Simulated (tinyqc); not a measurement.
## Sheet resistance and contact resistivity from two gaps

Problem. A circular structure with r0 >> Lt has R = (Rsh/2 pi) [Lt (1/r0 + 1/r1) + ln(r1/r0)], r1 = r0 + sp, Lt = sqrt(rc/Rsh). Find Rsh, Lt and rc.

Inputs (values chosen for the exercise): radius of the inner contact r0 = 1.6 um.

R at sp = 0.32 and 1.4 um (ohm): 144.43195  348.12892

Solution. R is linear in Rsh and Rsh Lt, so two gaps give both.

Rsh = 3000 ohm/sq
Lt = 0.1049 um
rc = 3.300e-7 ohm cm^2

Program tinyqc, `OMP_NUM_THREADS=1 python tinyqc.py 2760110 2760111 out.jsonl`; Intel Xeon 2.30GHz, shared host, one thread, about 0.01 s.
